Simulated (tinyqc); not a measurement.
Approach to the steady line: permeation of metal atoms or ions through a thin barrier or dielectric: time lag, field-aided drift and lifetime. Computed by tinyqc, a small Python program. Command: `OMP_NUM_THREADS=1 python tinyqc.py 3030010 3030011 out.jsonl barrier walk`. One thread of a shared host (Intel(R) Xeon(R) Processor @ 2.30GHz), about 0.03 s of CPU time with the checks.

The film 0 < x < d is empty at first; C = C0 at x = 0 and C = 0 at x = d. dC/dt = D d2C/dx2 - v dC/dx with drift v = D z e V/(k_B T d) (uniform field, no space charge).

Inputs (values chosen for the exercise, for a model case: singly charged ions through a dielectric):

| quantity | value | unit |
|---|---|---|
| thickness d | 19 | nm |
| prefactor D0 | 0.00019 | cm^2/s |
| activation energy E | 0.802 | eV |
| concentration at the source side C0 | 1.3e+15 | 1/cm^3 |
| charge number z | 1 | - |
| voltage V (positive drives ions across) | 0.5 | V |
| test temperature T | 100 | C |

Constants: k_B = 8.617333262e-05 eV/K.

Method:
- D = D0 exp(-E/(k_B T)); time scale d^2/D; Peclet number P = z V/(k_B T), k_B T in eV; 1 nm = 1e-7 cm.
- Temperatures in kelvin are T(C) + 273.15.
- Steady flux J = (D C0/d) P/(1 - exp(-P)); time lag in units of d^2/D: s_L = [P (1 + exp(-P))/(1 - exp(-P)) - 2]/P^2 (P = 0: J = D C0/d, s_L = 1/6).
- Dose through the film Q(s) = C0 d {f (s - s_L) - 2 exp(P/2) sum_(n=1..200) (-1)^n n^2 pi^2 exp(-l_n s)/l_n^2}, l_n = n^2 pi^2 + P^2/4, f = P/(1 - exp(-P)) the relative flux.
- Short-time form for P = 0: Q/(C0 d) = 4 sqrt(s) ierfc(1/(2 sqrt(s))), ierfc(y) = exp(-y^2)/sqrt(pi) - y erfc(y).

Peclet number P = 15.5494

flux relative to D C0/d = 15.5494

time lag s_L = 0.0560393

Q/(C0 d):

| s | series | steady line f (s - s_L) | series without field | short-time form, no field |
|---|---|---|---|---|
| 0.03 | 2.6212e-03 | -0.405 | 4.8419e-06 | 4.8419e-06 |
| 0.05 | 7.1813e-02 | -0.094 | 2.6934e-04 | 2.6934e-04 |
| 0.08 | 4.0060e-01 | 0.373 | 3.2066e-03 | 3.2066e-03 |
| 0.12 | 9.9649e-01 | 0.995 | 1.4887e-02 | 1.4887e-02 |
| 0.20 | 2.2385e+00 | 2.239 | 6.1464e-02 | 6.1463e-02 |
| 0.30 | 3.7934e+00 | 3.793 | 1.4382e-01 | 1.4379e-01 |
| 0.50 | 6.9033e+00 | 6.903 | 3.3479e-01 | 3.3326e-01 |
| 0.80 | 1.1568e+01 | 11.568 | 6.3341e-01 | 6.1838e-01 |
| 1.20 | 1.7788e+01 | 17.788 | 1.0333e+00 | 9.7002e-01 |

What does the comparison show, and why?

The dose lies above the steady line at all times and, among these rows, is within 1 % of it from s = 0.12 on (the lag is s_L = 0.056); for a known P the intercept of that line gives D and its slope D C0. The field changes the dose by a factor 541 in the first row and 17.2 in the last; at short times the factor tends to exp(P/2) = 2380.

Extremes, crossings and ranges named in words are read from the listed rows.
